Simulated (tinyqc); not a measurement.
# From total rise Delta T back to thickness d_1

Model: thermal boundary conductance by the acoustic and diffuse mismatch models. Computed by tinyqc, a small Python program. Command: `OMP_NUM_THREADS=1 python tinyqc.py 3025625 3025626 out.jsonl kapitza inv`. One thread of a shared host (Intel(R) Xeon(R) Processor @ 2.30GHz), about 0.02 s of CPU time with the checks.

Each side has one longitudinal and two transverse Debye branches, omega = v q up to q_D = (6 pi^2 n)^(1/3), with n counting all atoms. Scattering at the interface is elastic. Electrons are left out of G, also for metals. Melting is ignored. G refers to the temperatures of the phonons sent towards the interface. Linear branches over all atoms overstate G at high T, most for crystals with several atoms a cell.

Inputs (values chosen for the exercise, modelled on sapphire (side 1) and copper (side 2)):
```
quantity                    value     unit
density rho_1                4.06   g/cm^3
longitudinal velocity vL_1  10800      m/s
transverse velocity vT_1     6430      m/s
atom density n_1              114   1/nm^3
conductivity kappa_1           36  W/(m K)
density rho_2                9.02   g/cm^3
longitudinal velocity vL_2   4770      m/s
transverse velocity vT_2     2520      m/s
atom density n_2             87.1   1/nm^3
conductivity kappa_2          391  W/(m K)
temperature T                 300        K
thickness d_2                3300       nm
heat flux J                  0.37  kW/cm^2
```

Structure: film on a substrate.

Constants: hbar = 1.054571817e-34 J s; k_B = 1.380649e-23 J/K.

Method:
- omega_c = v q_D for each branch, given as hbar omega_c/k_B; impedance Z = rho v.
- No mode conversion. t(theta) = 4 Z_1 Z_2 cos(theta_1) cos(theta_2)/N^2, with N = Z_2 cos(theta_1) + Z_1 cos(theta_2) for L (the form for pressure waves) and N = Z_1 cos(theta_1) + Z_2 cos(theta_2) for both T branches (the form for shear waves polarised along the interface); sin(theta_2) = (v_2/v_1) sin(theta_1), and t = 0 beyond the critical angle arcsin(v_1/v_2); the mean over the incoming flux is alpha = 2 int t sin(theta_1) cos(theta_1) d theta_1 (64 Gauss-Legendre points).
- G = (k_B^4 T^3/(8 pi^2 hbar^3)) int W(x) x^4 e^x/(e^x - 1)^2 dx, x = hbar omega/(k_B T). Acoustic mismatch: W = sum over the three branches of alpha(1 to 2)/v_1^2, each up to the lower of its two cut-offs. Diffuse mismatch: W = S_1 S_2/(S_1 + S_2), where S_i sums 1/v^2 over the branches of side i still below their cut-off. Radiation limit: W = min(S_1, S_2). The integral is split at the four cut-offs (64 Gauss-Legendre points a piece, x at most 45).
- Boundary resistance R = 1/G and Kapitza length kappa_2/G use the diffuse value.
- In series: Delta T = J (d_1/kappa_1 + R + d_2/kappa_2), with bulk conductivities in the layers and one-dimensional flow.

Question. A run gave the result below. Find the thickness d_1, known to lie between 5.2 and 11 nm.

total rise Delta T = 0.03671362 K

Answer.

Each step takes the trial c = (a f_b - b f_a)/(f_b - f_a), f being the result less the target and a, b, c the logarithms of the listed values; c replaces end b, the old b replaces a if the sign of f changed, and otherwise f_a is halved.

Scan of the range:
```
thickness d_1 (nm)  total rise Delta T (K)
5.20                             0.0365920
5.89                             0.0366630
6.68                             0.0367441
7.56                             0.0368346
8.57                             0.0369384
9.71                             0.0370556
11.00                            0.0371881
```

False position (Illinois rule, in the logarithm of the input) inside the bracket:
```
step    end a    end b    trial  total rise Delta T (K)
1     5.89000  6.68000  6.37128               0.0367124
2     6.68000  6.37128  6.38273               0.0367136
3     6.68000  6.38273  6.38325               0.0367136
4     6.38273  6.38325  6.38300               0.0367136
```

Total rise Delta T rises at every point of a 13-point scan of the range (every second point is shown), so one value fits; it is bracketed by 5.89 and 6.68. The scan shows a straight line, so linear interpolation between any two rows gives the answer at once. Answer: thickness d_1 = 6.383 nm.

Caution: at this temperature short waves carry the heat; linear branches up to q_D overstate their velocity, and inelastic processes, left out here, grow with T. Caution: R from emitted-phonon temperatures is too large for use in series with Fourier layers, by up to a factor of about 2. Caution: layers this thin are often below the phonon free path, where bulk conductivities and independent interfaces no longer hold.
